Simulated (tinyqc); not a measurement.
Gate sheet resistance from two finger widths.

Question. At low frequency R = Rsh Wf/(3 L) + B/Wf, where B collects the channel and vertical terms. Find Rsh, B and the width of lowest R.

Parameters, values chosen for the exercise: channel length L = 0.43 um.

input resistance of single fingers, contacted at one end, of width 0.59 and 5 um (ohm): 950.66184  124.79070

Solution. R Wf is a straight line in Wf^2; the minimum of R lies where both terms are equal.

Rsh = 3.30 ohm/square
B = 560 ohm um
width of lowest R = 14.8 um

Computed by the program tinyqc: `OMP_NUM_THREADS=1 python tinyqc.py 2262204 2262205 out.jsonl`, one thread of a shared Intel Xeon 2.30GHz, about 0.01 s for the whole run.
